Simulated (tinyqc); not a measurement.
## Bulk resistivity and mean free path from two films

Question. In the thick-film limit single-crystal films obey rho = rho0 (1 + 3 (1 - ps) lam/(8 d)). Find rho0, lam and the product rho0 lam.

Parameters, values chosen for the exercise:

| symbol | value | unit | meaning |
|---|---|---|---|
| ps | 0.2 |  | specular share of surface scattering |

rho at d = 69 and 310 nm (uohm cm): 1.9524478  1.7328674

Solution. rho is a straight line in 1/d: the intercept is rho0 and the slope (3/8)(1 - ps) rho0 lam. Without ps only the product (1 - ps) lam could be found.

rho0 = 1.670 uohm cm
lam = 38.90 nm
rho0 lam = 64.96 uohm cm nm

Program tinyqc, `OMP_NUM_THREADS=1 python tinyqc.py 2100144 2100145 out.jsonl`; Intel Xeon 2.30GHz, shared host, one thread, about 0.01 s.
